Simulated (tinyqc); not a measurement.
Coupled-perturbed Hartree-Fock on RHF in the 3-21g basis, for H3+, spin multiplicity 1, step by step. One step of it, computed by the program tinyqc.

Problem. Coupled step 1. U_ai = -(mu_ai + sum_bj [4 (ai|bj) - (ab|ij) - (aj|bi)] U_bj) / (e_a - e_i); alpha = -4 sum U_ai mu_ai.

uncoupled U:
```
          i1
a2  0.000000
a3  1.274062
a4  0.000000
a5  0.000000
a6  0.002929
```

dipole integrals <a|z|i> (bohr):
```
           i1
a2   0.000000
a3  -1.070649
a4   0.000000
a5   0.000000
a6  -0.005507
```

orbital energies (hartree): MO1 -1.052942, MO2 -0.247194, MO3 -0.212599, MO4 0.673066, MO5 0.780436, MO6 0.826890

Two-electron integrals over orbitals (pq|rs), unique and non-zero (hartree):
```
(11|11) 0.564778    (21|11) -0.009499   (21|21) 0.109300    (22|11) 0.460805
(22|21) 0.057263    (22|22) 0.461220    (31|31) 0.104294    (32|31) -0.051888
(32|32) 0.038688    (33|11) 0.458727    (33|21) -0.057199   (33|22) 0.365632
(33|33) 0.448118    (41|11) 0.109083    (41|21) -0.009244   (41|22) 0.063089
(41|33) 0.065591    (41|41) 0.064847    (42|11) -0.015090   (42|21) 0.013477
(42|22) 0.000202    (42|33) -0.014721   (42|41) -0.011618   (42|42) 0.030754
(43|31) 0.011486    (43|32) -0.007054   (43|43) 0.036951    (44|11) 0.468590
(44|21) -0.024956   (44|22) 0.391566    (44|33) 0.409878    (44|41) 0.076457
(44|42) -0.012653   (44|44) 0.421307    (51|11) -0.003895   (51|21) -0.064080
(51|22) -0.042911   (51|33) 0.029067    (51|41) 0.003879    (51|42) -0.036550
(51|44) 0.008585    (51|51) 0.071301    (52|11) -0.124349   (52|21) -0.039741
(52|22) -0.100623   (52|33) -0.058917   (52|41) -0.057969   (52|42) -0.016073
(52|44) -0.080492   (52|51) 0.049491    (52|52) 0.103076    (53|31) 0.031486
(53|32) -0.012374   (53|43) 0.017346    (53|53) 0.019556    (54|11) 0.009135
(54|21) -0.094946   (54|22) -0.050674   (54|33) 0.050999    (54|41) 0.010137
(54|42) -0.017863   (54|44) 0.024399    (54|51) 0.064888    (54|52) 0.040498
(54|54) 0.096039    (55|11) 0.501815    (55|21) 0.095435    (55|22) 0.494192
(55|33) 0.368111    (55|41) 0.095262    (55|42) 0.017893    (55|44) 0.418857
(55|51) -0.088024   (55|52) -0.165310   (55|54) -0.096668   (55|55) 0.601341
(61|31) -0.066624   (61|32) 0.036963    (61|43) -0.041942   (61|53) -0.033494
(61|61) 0.079138    (62|31) 0.039706    (62|32) -0.017312   (62|43) 0.022030
(62|53) 0.021558    (62|61) -0.042710   (62|62) 0.028300    (63|11) -0.128655
(63|21) 0.040903    (63|22) -0.062822   (63|33) -0.092344   (63|41) -0.067480
(63|42) 0.026651    (63|44) -0.097441   (63|51) -0.034070   (63|52) 0.040324
(63|54) -0.041357   (63|55) -0.072489   (63|63) 0.095646    (64|31) -0.107035
(64|32) 0.056177    (64|43) -0.024160   (64|53) -0.038613   (64|61) 0.084438
(64|62) -0.048987   (64|64) 0.130900    (65|31) -0.060729   (65|32) 0.036542
(65|43) -0.023350   (65|53) -0.022774   (65|61) 0.057756    (65|62) -0.029906
(65|64) 0.076419    (65|65) 0.050392    (66|11) 0.524036    (66|21) -0.083007
(66|22) 0.390503    (66|33) 0.479858    (66|41) 0.118072    (66|42) -0.039359
(66|44) 0.468831    (66|51) 0.057939    (66|52) -0.083137   (66|54) 0.084542
(66|55) 0.404062    (66|63) -0.158268   (66|66) 0.587051
```

Give: U after step 1; polarisability.

Solution.

U after step 1:
```
        i1
a2  0.0000
a3  1.4954
a4  0.0000
a5  0.0000
a6  0.0516
```

polarisability = 6.4055 bohr^3
